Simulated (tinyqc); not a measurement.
One mass for the acceptor? Model: shallow acceptor in the spherical model (Baldereschi-Lipari), strong spin-orbit limit. Computed by tinyqc, a small Python program. Command: `OMP_NUM_THREADS=1 python tinyqc.py 3017096 3017097 out.jsonl acceptor walk`. One thread of a shared host (Intel(R) Xeon(R) Processor @ 2.30GHz), about 0.01 s of CPU time with the checks.

The 1S(3/2) state has an s envelope f(r) and a d envelope g(r). In effective units they obey -(f'' + 2f'/r + 2f/r) + mu (g'' + 5g'/r + 3g/r^2) = E f and -(g'' + 2g'/r - 6g/r^2 + 2g/r) + mu (f'' - f'/r) = E g. The cubic term, the split-off band and the central cell are left out.

Inputs (values chosen for the exercise, modelled on germanium):
```
quantity                 value  unit
Luttinger gamma_1         13.3     -
Luttinger gamma_2         4.39     -
Luttinger gamma_3         5.63     -
dielectric constant eps     15     -
```

Constants: Ry = 13.605693123 eV; a_0 = 0.529177210903 angstrom.

Method:
- Ry* = Ry/(gamma_1 eps^2), a* = a_0 eps gamma_1, mu = (6 gamma_3 + 4 gamma_2)/(5 gamma_1), delta = (gamma_3 - gamma_2)/gamma_1; spherical masses 1/(gamma_1 (1 - mu)) (heavy) and 1/(gamma_1 (1 + mu)) (light).
- Basis: f_i = exp(-zeta_i r), g_i = r exp(-zeta_i r), weight r^2 dr, s = zeta_i + zeta_j. S_ff = 2/s^3, H_ff = zeta_i zeta_j S_ff - 2/s^2; S_gg = 24/s^5, H_gg = 8/s^3 + 24 zeta_i zeta_j/s^5 - 12/s^4; H(f_i, g_j) = mu (6 zeta_i^2/s^4 + 2 zeta_i/s^3); S_fg = 0. Each function is normalised by sqrt(S_ii).
- Large basis: zeta_i = 0.08 x 1.55^(i-1), i = 1..20 in each channel; overlap eigenvalues below 1e-11 are dropped.
- Binding energies are -E Ry*; the mass that fits is E(1S) eps^2/Ry.
- Hydrogenic binding Ry m/eps^2; the density-of-states mass is (m_H^(3/2) + m_L^(3/2))^(2/3); errors are against the large basis.

light-hole mass = 0.0424304 m_0

heavy-hole mass = 0.329815 m_0

1S(3/2) binding energy = 10.5159 meV

1S binding energy:
```
mass                     value (m_0)  binding (meV)  error (%)
light hole                   0.04243          2.566    -75.601
1/gamma_1                    0.07519          4.547    -56.765
mean of heavy and light      0.18612         11.255      7.026
heavy hole                   0.32982         19.944     89.654
density of states            0.33988         20.553     95.444
```

The coupled result, 10.52 meV, lies between the 1/gamma_1 value (no coupling) and the heavy-hole value; the closest single rule here is "mean of heavy and light", off by +7.0 %.
